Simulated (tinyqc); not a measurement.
From one set of inputs to another, one input at a time: harmonic transition-state theory with quantum, tunnelling and friction corrections. Computed by tinyqc, a small Python program. Command: `OMP_NUM_THREADS=1 python tinyqc.py 3001340 3001341 out.jsonl rates ladder`. One thread of a shared host (Intel(R) Xeon(R) Processor @ 2.30GHz), about 0.1 s of CPU time with the checks.

One atom hops between equivalent sites; three modes at the minimum and two real modes at the saddle are treated as harmonic, the rest of the crystal as unchanged; melting is ignored, so hot rows may lie above the melting point.

The inputs printed are set A. Set A is modelled on a vacancy in copper; the values taken over come from a set modelled on interstitial hydrogen in silicon. Inputs not listed in the table keep their values of set A, so the rows need not describe a real material.

Inputs (values chosen for the exercise, modelled on a vacancy in copper): barrier E_b = 0.711 eV; imaginary frequency at the saddle nu_b = 2.88 THz; temperature T = 660 K; jump length d = 2.55 angstrom; number of jump directions z = 12.

Lattice of sites: three-dimensional.

frequencies at the minimum (THz): [3.82, 4.46, 6.23]

real frequencies at the saddle (THz): [5.26, 7.2]

Constants: k_B = 8.617333262e-05 eV/K; h x 1 THz = 4.135667696 meV.

Method:
- Vineyard: nu* = product of minimum frequencies / product of real saddle frequencies; k_cl = nu* exp(-E_b/(k_B T)).
- Activation entropy S = k_B ln(nu* h/(k_B T)); for uncorrelated jumps D = z k d^2/6 and D0 = z nu* d^2/6; 1 angstrom^2 = 1e-16 cm^2.
- Quantum harmonic: k_q = (k_B T/h) [prod 2 sinh(x_i/2) (minimum) / prod 2 sinh(x_j/2) (saddle)] exp(-E_b/(k_B T)), x = h nu/(k_B T).
- Zero-point correction to the barrier = (h/2)(sum of saddle frequencies - sum of minimum frequencies).
- With u = h nu_b/(k_B T): Wigner factor 1 + u^2/24; parabolic barrier (Bell) (u/2)/sin(u/2), valid above T_c = h nu_b/(2 pi k_B); symmetric Eckart barrier: kappa = int_0^infinity P(E) exp(-(E - E_b)/(k_B T)) dE/(k_B T), P = (cosh 2a - 1)/(cosh 2a + cosh 2d), a = alpha sqrt(E/E_b), alpha = 2 pi E_b/(h nu_b), 2d = 2 sqrt(alpha^2 - pi^2/4).

Each row keeps all changes above it:
```
input moved                                    from     to  classical diffusivity D (cm^2/s)  ratio k_q/k_cl  crossover temperature T_c (K)
set A                                             -      -                        1.3566e-08         0.99865                          22.00
jump length d (angstrom)                       2.55   1.92                        7.6910e-09         0.99865                          22.00
imaginary frequency at the saddle nu_b (THz)   2.88     35                        7.6910e-09         0.99865                         267.34
barrier E_b (eV)                              0.711  0.495                        3.4306e-07         0.99865                         267.34
temperature T (K)                               660    473                        1.0990e-08         0.99739                         267.34
```

Which inputs carry the difference?

Classical diffusivity D goes from 1.36e-8 to 1.10e-8, a factor 0.810 in all. The largest single move comes from barrier E_b (a factor 44.6), but it runs against the net change; the largest move in the direction of the net change is temperature T (a factor 0.0320). Crossover temperature T_c goes from 22.0 to 267, a factor 12.2 in all. The largest single move comes from imaginary frequency at the saddle nu_b (a factor 12.2). The single moves hold for this order of the switches; the total does not depend on the order.

Extremes, crossings and ranges named in words are read from the listed rows.
